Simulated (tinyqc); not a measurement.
A particle near a wafer in liquid: double-layer and van der Waals forces (DLVO), deposition barrier and removal: one step, computed by the program tinyqc.

Sphere and flat wall, Derjaguin approximation, constant potentials in the linear-superposition form, no retardation and no hydration force.

Problem. Barrier and secondary minimum. U(h) = Z R exp(-kappa h) - A R/(6 h); F(h) = -dU/dh = kappa Z R exp(-kappa h) - A R/(6 h^2), positive for repulsion. F = 0 reads x^2 exp(-x) = y with x = kappa h and y = A kappa/(6 Z); the left side peaks at x = 2 with 4/e^2 = 0.5413, so roots exist for smaller y: x < 2 is the barrier, x > 2 the secondary minimum.

Inputs (values chosen for the exercise, of the order of those for alumina on silica in water): particle radius R = 80 nm; Hamaker constant A = 1.2e-20 J; temperature T = 298 K.

kappa = 0.3604203 1/nm

Z = 14.26017 pN

Constants: k_B = 1.380649e-23 J/K.

Give: y; position of the barrier; barrier height; position of the secondary minimum; energy at the secondary minimum.

Solution.

y = 0.050549

position of the barrier = 0.70880 nm

barrier height = 159.90 k_B T

position of the secondary minimum = 18.940 nm

energy at the secondary minimum = -1.7525 k_B T

A barrier above 15 k_B T practically stops deposition.
